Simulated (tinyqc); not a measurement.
Inside a calculation. Method: coherent transport through a tight-binding region between two chains. One step of it, computed by the program tinyqc.

Task: Transmission at E = -0.48 eV. Surface Green function g = (E - i sqrt(4 t^2 - E^2)) / (2 t^2); self-energy tc^2 g on each contact site; G = (E - H - Sigma)^(-1); Gamma = -2 Im Sigma; T = Gamma_L Gamma_R |G_LR|^2; local density of states -Im G_ii / pi.

H of the central region (eV), lower triangle:
```
           1          2         3
1   0.000000
2  -1.470000   0.000000
3   0.000000  -1.010000  0.000000
```

Leads: semi-infinite chains with site energy 0:
```
parameter                           value
lead hopping t (eV)              2.430000
coupling to the left lead (eV)   0.480000
coupling to the right lead (eV)  0.610000
left contact site                       1
right contact site                      3
```

E = -0.480000 eV

Give: g; G; local density of states; transmission.

Result:

g = -0.0406-0.4095i 1/eV

G (1/eV), lower triangle:
```
                 1               2                3
1  -0.5234-0.1924i
2   0.5003-0.0280i  0.1584-0.0411i
3   0.9996+0.2668i  0.3372+0.0213i  -1.2946-0.3782i
```

local density of states (1/eV): 0.0613  0.0131  0.1204

transmission = 0.0616
